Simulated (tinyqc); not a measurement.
# Gate voltage for a wanted density

Question. A HEMT has a barrier of thickness d, permittivity eb and off voltage Voff; energies are counted from the channel band edge at the interface. F = q (eta ns + Nb)/(eps0 ec) in eV/nm; E_k = a_k (C F^2/me)^(1/3), a_0 = 2.338107, a_1 = 4.087949, C = hbar^2/(2 m0); D = me m0 q/(pi hbar^2); ns = D Vt [ln(1 + exp((EF - E_0)/Vt)) + ln(1 + exp((EF - E_1)/Vt))], which gives EF = E_0 + Vt ln{2 s/[(1 + u) + sqrt((1 + u)^2 + 4 u s)]} with s = exp(ns/(D Vt)) - 1, u = exp((E_0 - E_1)/Vt). Charge control: ns + Nb = eps0 eb (Vg - Voff - EF)/(q d). Find E_0, E_1, EF and the Vg that gives this ns.

Parameters, values chosen for the exercise; material values close to those of AlGaAs on GaAs:

| symbol | value | unit | meaning |
|---|---|---|---|
| T | 300 | K | temperature |
| d | 19 | nm | barrier thickness from gate to channel |
| me | 0.0674 | m0 | electron mass in the channel |
| ec | 13.2 |  | relative permittivity of the channel |
| eta | 0.5 |  | share of ns that counts in the confining field |
| Nb | 0 | cm^-2 | depletion charge of the buffer |

Constants: q = 1.602176634e-19 C, kB = 1.380649e-23 J/K, hbar = 1.054571817e-34 J s, m0 = 9.1093837015e-31 kg, Vt = kB T/q, eps0 = 8.8541878128e-14 F/cm where lengths are in cm, hbar^2/(2 m0) = 0.0380998212 eV nm^2. Results are converted to the units shown.

ns = 6.2e11 cm^-2
eb = 12.1
Voff = 0.20122778 V

Answer. In this direction nothing needs iterating: ns fixes the field, the levels and EF, and the charge-control relation gives Vg.

E_0 = 0.05072 eV
E_1 = 0.08868 eV
EF = 0.04885 eV
Vg = 0.4262 V

Computed by the program tinyqc: `OMP_NUM_THREADS=1 python tinyqc.py 2180155 2180156 out.jsonl`, one thread of a shared Intel Xeon 2.30GHz, about 0.01 s for the whole run.
